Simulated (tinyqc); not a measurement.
p-n heterojunction, non-linear Poisson equation by Newton steps, Fermi-Dirac statistics: one step of the calculation.

One dimension, material 1 (p-type) at x < 0 and material 2 (n-type) at x > 0. Band edges: Ec = -psi in material 1 and -psi + dEc in material 2, Ev = Ec - Eg. Flat quasi-Fermi levels: 0 for holes, +V for electrons. n = Nc F((EFn - Ec)/Vt), p = Nv F((Ev - EFp)/Vt), with F(eta) = F_1/2(eta) = (2/sqrt(pi)) int_0^infinity sqrt(u) du/(1 + exp(u - eta)) (Fermi-Dirac statistics); full ionisation, no interface charge, classical densities; the doping types are chosen for the exercise.

Task. Newton step. Solve the tridiagonal system a_(i-1) d_(i-1) + b_i d_i + a_i d_(i+1) = -F_i for nodes 1 to 11, with d = 0 on fixed nodes. If the largest |d| exceeds 4 Vt, the whole step is scaled down so that it equals 4 Vt.

Inputs (values chosen for the exercise):
- T = 400 K (temperature)

Constants: q = 1.602176634e-19 C, kB = 1.380649e-23 J/K, Vt = kB T/q. Results are converted to the units shown.

coupling a_i, interval 0 to 11 (F/cm^2): 6.3400357e-8  7.7224495e-8  9.4228054e-8  1.1412064e-7  1.3842126e-7  1.6892858e-7  2.0889880e-7  1.7361153e-7  1.4204579e-7  1.1548941e-7  9.4866298e-8  7.6992938e-8

```
node  diagonal b (F/cm^2)  residual F (C/cm^2)
1           -1.3040451e-6       -4.1113613e-12
2           -1.1025655e-6       -1.8329012e-10
3           -8.1810130e-7        -1.4918515e-9
4           -3.8239648e-7         1.0604177e-9
5           -3.0800892e-7         1.9714702e-8
6           -3.7782740e-7         8.2079348e-9
7           -3.8251035e-7        9.5886820e-11
8           -3.1664032e-7        -1.3417816e-8
9           -4.4981596e-7         5.9335649e-9
10          -1.1064782e-6         3.7101841e-9
11          -1.5341590e-6        4.6217762e-10
```

psi at the start, node 0 to 12 (V): -0.86223328  -0.86217636  -0.86132468  -0.85347416  -0.80678232  -0.63141646  -0.26231773  0.14768251  0.51842404  0.69325179  0.73936692  0.74679617  0.74759807

Find: Newton step d, before damping; psi after iteration 1.

Result.

Newton step d, before damping, node 1 to 11 (V): 0.0000  0.0005  0.0079  0.0696  0.1781  0.1510  0.0898  0.0156  0.0195  0.0054  0.0006
psi after iteration 1, node 0 to 12 (V): -0.8622  -0.8622  -0.8609  -0.8473  -0.7529  -0.4935  -0.1454  0.2172  0.5305  0.7084  0.7436  0.7473  0.7476

Program tinyqc, `OMP_NUM_THREADS=1 python tinyqc.py 2040155 2040156 out.jsonl`; Intel Xeon 2.30GHz, shared host, one thread, about 0.2 s.
